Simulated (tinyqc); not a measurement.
Sp3 tight binding, zinc-blende lattice, step by step. Computed by tinyqc, a small Python program that keeps every step. Command: `OMP_NUM_THREADS=1 python tinyqc.py 29631 29632 out.jsonl` (the two numbers bound the seeds that draw the settings). One thread of a shared host (Intel(R) Xeon(R) Processor @ 2.60GHz), about 0.01 s of CPU time with the checks.

## Bloch Hamiltonian at k

Parameters chosen for this model: zinc-blende lattice, anion at 0, cation at a/4 (1,1,1); V = eta hbar^2 / (m d^2), hbar^2/m = 7.619964 eV angstrom^2:
```
parameter          value      unit
a               5.200000  angstrom
d               2.251666  angstrom
Es anion      -14.530000        eV
Ep anion       -5.870000        eV
Es cation     -14.530000        eV
Ep cation      -5.870000        eV
eta ss         -1.400000
eta sp          1.840000
eta pp sigma    3.240000
eta pp pi      -0.810000
V ss           -2.104132        eV
V sp            2.765431        eV
V pp sigma      4.869563        eV
V pp pi        -1.217391        eV
```

k point k (2 pi / a): [-0.550000, 0.180000, 0.590000]

Slater-Koster rules over the four bonds with direction cosines (l, m, n): ss V_ss; s-px l V_sp; px-s -l V_sp; px-px l^2 V_pps + (1 - l^2) V_ppp; px-py l m (V_pps - V_ppp); each times exp(i k.d).

H(k) at k (eV), order a s, a px, a py, a pz, c s, c px, c py, c pz:
$$\begin{pmatrix}
-14.530000 & 0.000000 & 0.000000 & 0.000000 & -3.151641-1.427867i & -0.925371-2.800058i & 3.729327+0.694788i & 0.813492+3.185146i \\
0.000000 & -5.870000 & 0.000000 & 0.000000 & 0.925371+2.800058i & 1.215633+0.550749i & 1.033784+4.047678i & 4.739222+0.882935i \\
0.000000 & 0.000000 & -5.870000 & 0.000000 & -3.729327-0.694788i & 1.033784+4.047678i & 1.215633+0.550749i & -1.175959-3.558309i \\
0.000000 & 0.000000 & 0.000000 & -5.870000 & -0.813492-3.185146i & 4.739222+0.882935i & -1.175959-3.558309i & 1.215633+0.550749i \\
-3.151641+1.427867i & 0.925371-2.800058i & -3.729327+0.694788i & -0.813492+3.185146i & -14.530000 & 0.000000 & 0.000000 & 0.000000 \\
-0.925371+2.800058i & 1.215633-0.550749i & 1.033784-4.047678i & 4.739222-0.882935i & 0.000000 & -5.870000 & 0.000000 & 0.000000 \\
3.729327-0.694788i & 1.033784-4.047678i & 1.215633-0.550749i & -1.175959+3.558309i & 0.000000 & 0.000000 & -5.870000 & 0.000000 \\
0.813492-3.185146i & 4.739222-0.882935i & -1.175959+3.558309i & 1.215633-0.550749i & 0.000000 & 0.000000 & 0.000000 & -5.870000
\end{pmatrix}$$

## Levels at k

Diagonalise the Hermitian matrix.

eigenvalues (eV): [-19.925961, -16.541429, -13.247466, -12.018621, -4.636230, -0.570785, 0.288269, 2.372222]

weights |c|^2 of the basis functions, order a s, a px, a py, a pz, c s, c px, c py, c pz:
$$\begin{pmatrix}
0.446970 & 0.249700 & 0.036600 & 0.000216 & 0.217411 & 0.038602 & 0.000356 & 0.010144 \\
0.018412 & 0.071118 & 0.110145 & 0.261168 & 0.038762 & 0.044182 & 0.290812 & 0.165403 \\
0.012078 & 0.106785 & 0.244645 & 0.001552 & 0.182424 & 0.275580 & 0.009620 & 0.167315 \\
0.022540 & 0.072397 & 0.108610 & 0.237064 & 0.061403 & 0.141637 & 0.199212 & 0.157138 \\
0.446970 & 0.249700 & 0.036600 & 0.000216 & 0.217411 & 0.038602 & 0.000356 & 0.010144 \\
0.018412 & 0.071118 & 0.110145 & 0.261168 & 0.038762 & 0.044182 & 0.290812 & 0.165403 \\
0.012078 & 0.106785 & 0.244645 & 0.001552 & 0.182424 & 0.275580 & 0.009620 & 0.167315 \\
0.022540 & 0.072397 & 0.108610 & 0.237064 & 0.061403 & 0.141637 & 0.199212 & 0.157138
\end{pmatrix}$$

## Bloch Hamiltonian at G

k point G (2 pi / a): [0, 0, 0]

As before.

H(k) at G (eV), order a s, a px, a py, a pz, c s, c px, c py, c pz:
$$\begin{pmatrix}
-14.530000 & 0.000000 & 0.000000 & 0.000000 & -8.416528 & 0.000000 & 0.000000 & 0.000000 \\
0.000000 & -5.870000 & 0.000000 & 0.000000 & 0.000000 & 3.246375 & 0.000000 & 0.000000 \\
0.000000 & 0.000000 & -5.870000 & 0.000000 & 0.000000 & 0.000000 & 3.246375 & 0.000000 \\
0.000000 & 0.000000 & 0.000000 & -5.870000 & 0.000000 & 0.000000 & 0.000000 & 3.246375 \\
-8.416528 & 0.000000 & 0.000000 & 0.000000 & -14.530000 & 0.000000 & 0.000000 & 0.000000 \\
0.000000 & 3.246375 & 0.000000 & 0.000000 & 0.000000 & -5.870000 & 0.000000 & 0.000000 \\
0.000000 & 0.000000 & 3.246375 & 0.000000 & 0.000000 & 0.000000 & -5.870000 & 0.000000 \\
0.000000 & 0.000000 & 0.000000 & 3.246375 & 0.000000 & 0.000000 & 0.000000 & -5.870000
\end{pmatrix}$$

## Levels at G

As before.

eigenvalues (eV): [-22.946528, -9.116375, -9.116375, -9.116375, -6.113472, -2.623625, -2.623625, -2.623625]

## Bands along a path

The same steps at evenly spaced points between the labelled ones.

Bands along the path (eV):
```
k             band 1      band 2      band 3      band 4     band 5     band 6     band 7     band 8
L         -20.206867  -16.966464  -11.551157  -11.551157  -5.718022  -0.188843  -0.188843   2.091353
L-G 0.20  -20.714590  -16.167114  -11.365442  -11.365442  -5.668961  -0.374558  -0.374558   1.750665
L-G 0.40  -21.580066  -14.443958  -10.846518  -10.846518  -5.558555  -0.893482  -0.893482   0.782579
L-G 0.60  -22.313419  -12.360037  -10.118383  -10.118383  -5.501890  -1.621617  -1.621617  -0.624654
L-G 0.80  -22.784732  -10.272980   -9.421705   -9.421705  -5.719913  -2.318295  -2.318295  -2.022374
G         -22.946528   -9.116375   -9.116375   -9.116375  -6.113472  -2.623625  -2.623625  -2.623625
G-X 0.20  -22.729850  -10.059546   -9.847744   -9.847744  -5.423346  -2.587258  -1.892256  -1.892256
G-X 0.40  -22.086947  -11.882485  -11.315624  -11.315624  -4.334773  -2.495795  -0.424376  -0.424376
G-X 0.60  -21.040231  -13.925513  -12.707586  -12.707586  -3.435547  -2.398708   0.967586   0.967586
G-X 0.80  -19.629826  -15.980157  -13.653634  -13.653634  -2.822178  -2.367839   1.913634   1.913634
X         -17.915966  -17.915966  -13.985938  -13.985938  -2.484034  -2.484034   2.245938   2.245938
X-W 0.20  -17.915966  -17.915966  -13.985938  -13.985938  -2.484034  -2.484034   2.245938   2.245938
X-W 0.40  -17.915966  -17.915966  -13.985938  -13.985938  -2.484034  -2.484034   2.245938   2.245938
X-W 0.60  -17.915966  -17.915966  -13.985938  -13.985938  -2.484034  -2.484034   2.245938   2.245938
X-W 0.80  -17.915966  -17.915966  -13.985938  -13.985938  -2.484034  -2.484034   2.245938   2.245938
W         -17.915966  -17.915966  -13.985938  -13.985938  -2.484034  -2.484034   2.245938   2.245938
```

With 4 band(s) filled, the highest filled level on these points lies at G and the lowest empty one at G: a gap of 3.0029 eV, direct.
